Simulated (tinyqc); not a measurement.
# Metal-interlayer-semiconductor contact, depinning against tunnelling resistance: what changes with what

Zero bias, n-type semiconductor. Gap states at the semiconductor surface thin out as exp(-be ti), which unpins the barrier; electrons must then cross the interlayer (a rectangular barrier, no voltage drop across it) and the parabolic depleted layer, both by WKB. Energies E are counted from the Fermi level; no image force, parabolic bands.

Inputs (values chosen for the exercise); semiconductor values close to those of silicon; interlayer mass of the order of that in hafnium oxide, offset chosen freely:
- T = 400 K (temperature)
- Eg = 1.08 eV (band gap)
- eps_r = 12 (relative permittivity)
- chi = 4.07 eV (electron affinity)
- Nc = 4.31e19 cm^-3 (conduction-band density of states at T)
- mt = 0.187 m0 (tunnelling mass in the semiconductor)
- mA = 2.13 m0 (Richardson mass)
- Nd = 2.8e18 cm^-3 (donor density)
- E0 = 0.35 eV (charge-neutrality level above the valence band)
- S0 = 0.26 (pinning factor without interlayer)
- phiM = 4.45 eV (metal work function)
- ti = 0.6 nm (interlayer thickness)
- dE = 1.56 eV (conduction-band offset of the interlayer above the semiconductor)
- mi = 0.19 m0 (tunnelling mass in the interlayer)
- be = 5.6 1/nm (decay constant of gap states through the interlayer)

Constants: q = 1.602176634e-19 C, kB = 1.380649e-23 J/K, eps0 = 8.8541878128e-12 F/m, hbar = 1.054571817e-34 J s, h = 6.62607015e-34 J s, m0 = 9.1093837015e-31 kg, Vt = kB T/q, hbar^2/(2 m0) = 0.0380998212 eV nm^2. Results are converted to the units shown.

Each table varies one quantity; the others keep the values above.

## Contact resistivity against the interlayer thickness

S = 1/(1 + (1/S0 - 1) exp(-be ti)); phiB = S (phiM - chi) + (1 - S)(Eg - E0); xi = Ec - EF deep inside, from Nd = Nc F(-xi/Vt), F(x) = (2/sqrt(pi)) int_0^infinity sqrt(u) du/(1 + exp(u - x)); band bending U = phiB - xi; E00 = (hbar/2) sqrt(Nd/(eps0 eps_r mt m0)) in volts; A = 4 pi q mA m0 kB^2/h^3. With U = phiB - xi: for xi < E < phiB, y = (E - xi)/U and G1 = (U/E00) [sqrt(1 - y) - y ln((1 + sqrt(1 - y))/sqrt(y))], G1 = 0 above phiB; G2 = 2 ti sqrt(mi max(phiB + dE - E, 0)/C), C = hbar^2/(2 m0); f = 1/(1 + exp(E/Vt)); 1/rho_c = (A T^2/Vt^2) times the integral of exp(-G1 - G2) f over E from xi upwards. Shares under 0.001 % are printed as 0; rows without band bending are left out.

The same in every row: E00/Vt = 0.602.

Result of one run:
```
ti (nm)      S  phiB (eV)  rho_c (ohm cm^2)  rho_c with G2 = 0 (ohm cm^2)  peak of the integrand (eV)  share above phiB (%)
0.2      0.518      0.549           9.14e-4                       2.86e-4                       0.419                  4.42
```

What becomes of these results when the interlayer thickness ti is changed from 0.2 to 1.4 nm, all else the same?

Result of the changed run:
```
ti (nm)      S  phiB (eV)  rho_c (ohm cm^2)  rho_c with G2 = 0 (ohm cm^2)  peak of the integrand (eV)  share above phiB (%)
1.4      0.999      0.380            0.0138                       4.63e-6                       0.308                  11.8
```

The whole series:
```
ti (nm)      S  phiB (eV)  rho_c (ohm cm^2)  rho_c with G2 = 0 (ohm cm^2)  peak of the integrand (eV)  share above phiB (%)
0        0.260      0.639           0.00272                       0.00272                       0.481                  2.88
0.2      0.518      0.549           9.14e-4                       2.86e-4                       0.419                  4.42
0.4      0.767      0.461           3.34e-4                       3.33e-5                       0.359                  6.72
0.6      0.910      0.411           3.08e-4                       9.83e-6                       0.325                  8.74
0.8      0.969      0.391           5.83e-4                       5.97e-6                       0.311                  9.98
1        0.990      0.384           0.00153                       5.00e-6                       0.308                  10.7
1.2      0.997      0.381           0.00451                       4.72e-6                       0.307                  11.3
1.4      0.999      0.380            0.0138                       4.63e-6                       0.308                  11.8
1.6       1.00      0.380            0.0431                       4.60e-6                       0.310                  12.3
```

As ti goes from 0 to 1.6, phiB falls from 0.639 to 0.380 eV and rho_c goes from 0.00272 through a minimum of 3.08e-4 (at ti = 0.6 among the rows listed) to 0.0431 ohm cm^2. At ti = 0.6 nm rho_c is 8.85 times lower than without interlayer: up to there the falling barrier gains more than tunnelling through the layer costs, beyond it the layer dominates. The ratio of rho_c to its value with G2 = 0 runs from 1.00 to 9370.

## Contact resistivity against the conduction-band offset of the interlayer above the semiconductor

Same model as above.

The same in every row: S = 0.910; phiB (eV) = 0.411; E00/Vt = 0.602.

Contact resistivity against the conduction-band offset of the interlayer above the semiconductor:
```
dE (eV)  rho_c (ohm cm^2)  rho_c with G2 = 0 (ohm cm^2)  peak of the integrand (eV)  share above phiB (%)
0                 1.98e-5                       9.83e-6                       0.345                  15.4
0.5               7.67e-5                       9.83e-6                       0.328                  9.62
1                 1.61e-4                       9.83e-6                       0.326                  9.02
1.5               2.89e-4                       9.83e-6                       0.325                  8.76
2                 4.74e-4                       9.83e-6                       0.324                  8.60
2.5               7.35e-4                       9.83e-6                       0.324                  8.50
3                 0.00109                       9.83e-6                       0.323                  8.42
```

What does the table show?

As dE goes from 0 to 3, phiB stays at 0.411 eV and rho_c rises from 1.98e-5 to 0.00109 ohm cm^2. The ratio of rho_c to its value with G2 = 0 runs from 2.02 to 111.

Program tinyqc, `OMP_NUM_THREADS=1 python tinyqc.py 2270075 2270076 out.jsonl`; Intel Xeon 2.30GHz, shared host, one thread, about 0.02 s.
